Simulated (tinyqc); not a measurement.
MP2 on RHF in the sto-3g basis, frozen core, for BeH2, spin multiplicity 1, step by step. One step of it, computed by the program tinyqc.

Question. Iteration 7 (converged): orbitals. Diagonalise F' = X^T F X, C = X C', fill 3 alpha and 3 beta electrons from the bottom; D = 2 C_occ C_occ^T. Each column has its largest component positive (the first on a tie).

converged F (hartree), order 1Be 1s, 1Be 2s, 1Be 2px, 1Be 2py, 1Be 2pz, 2H 1s, 3H 1s:
```
[[-4.531376, -1.289961, 0.000000, -0.000004, 0.000872, -0.196229, -0.220181],
 [-1.289961, -0.591753, 0.000000, 0.006709, -0.006174, -0.324296, -0.340681],
 [0.000000, 0.000000, 0.213690, 0.000000, 0.000000, 0.000000, 0.000000],
 [-0.000004, 0.006709, 0.000000, -0.139331, 0.000363, -0.294961, 0.303225],
 [0.000872, -0.006174, 0.000000, 0.000363, 0.213380, -0.008585, -0.008915],
 [-0.196229, -0.324296, 0.000000, -0.294961, -0.008585, -0.220060, -0.012922],
 [-0.220181, -0.340681, 0.000000, 0.303225, -0.008915, -0.012922, -0.235455]]
```

X, order 1Be 1s, 1Be 2s, 1Be 2px, 1Be 2py, 1Be 2pz, 2H 1s, 3H 1s:
```
[[0.045597, -0.407135, 0.891022, 0.000000, -0.203841, 0.252247, 0.119971],
 [-0.159680, 1.067028, -0.059434, 0.000000, -0.024583, 0.488099, 0.238259],
 [0.000000, 0.000000, 0.000000, 1.000000, 0.000000, 0.000000, 0.000000],
 [1.164910, 0.138443, 0.004037, 0.000000, -0.000821, 0.248785, -0.498462],
 [-0.006272, 0.040711, 0.232127, 0.000000, 0.972014, 0.017691, 0.008668],
 [-0.729936, -0.759825, -0.319896, 0.000000, 0.073916, 0.489882, -0.194418],
 [0.934244, -0.563766, -0.307060, 0.000000, 0.071048, 0.143774, 0.504558]]
```

Give: F' = X^T F X; orbital energies; coefficients C; D after iteration 7.

Answer.

F' = X^T F X (hartree):
```
[[0.6796, 0.0416, -0.0619, 0.0000, 0.0137, 0.0012, -0.0598],
 [0.0416, 0.2110, 0.7144, 0.0000, -0.1626, 0.2821, 0.1285],
 [-0.0619, 0.7144, -3.2881, 0.0000, 0.8443, -1.4637, -0.7096],
 [0.0000, 0.0000, 0.0000, 0.2137, 0.0000, 0.0000, 0.0000],
 [0.0137, -0.1626, 0.8443, 0.0000, 0.0097, 0.3612, 0.1751],
 [0.0012, 0.2821, -1.4637, 0.0000, 0.3612, -1.1312, -0.3758],
 [-0.0598, 0.1285, -0.7096, 0.0000, 0.1751, -0.3758, -0.5536]]
```

orbital energies (hartree): [-4.5347, -0.4151, -0.3707, 0.2127, 0.2137, 0.3489, 0.6861]

coefficients C, order 1Be 1s, 1Be 2s, 1Be 2px, 1Be 2py, 1Be 2pz, 2H 1s, 3H 1s:
```
[[0.9919, -0.2107, -0.0235, 0.0237, 0.0000, -0.2278, 0.0097],
 [0.0310, 0.6067, 0.0746, -0.0995, 0.0000, 1.0366, -0.0635],
 [0.0000, 0.0000, 0.0000, 0.0000, 1.0000, 0.0000, 0.0000],
 [-0.0001, -0.0564, 0.4922, -0.0013, 0.0000, 0.0364, 1.1999],
 [0.0000, 0.0084, 0.0009, 0.9946, 0.0000, 0.1071, -0.0034],
 [-0.0038, 0.3403, 0.4780, 0.0522, 0.0000, -0.7428, -0.7726],
 [-0.0038, 0.4388, -0.3824, 0.0502, 0.0000, -0.6963, 0.8597]]
```

D after iteration 7, order 1Be 1s, 1Be 2s, 1Be 2px, 1Be 2py, 1Be 2pz, 2H 1s, 3H 1s:
```
[[2.0576, -0.1977, 0.0000, 0.0004, -0.0036, -0.1735, -0.1745],
 [-0.1977, 0.7493, 0.0000, 0.0049, 0.0103, 0.4840, 0.4751],
 [0.0000, 0.0000, 0.0000, 0.0000, 0.0000, 0.0000, 0.0000],
 [0.0004, 0.0049, 0.0000, 0.4909, -0.0001, 0.4321, -0.4259],
 [-0.0036, 0.0103, 0.0000, -0.0001, 0.0001, 0.0065, 0.0067],
 [-0.1735, 0.4840, 0.0000, 0.4321, 0.0065, 0.6886, -0.0669],
 [-0.1745, 0.4751, 0.0000, -0.4259, 0.0067, -0.0669, 0.6774]]
```
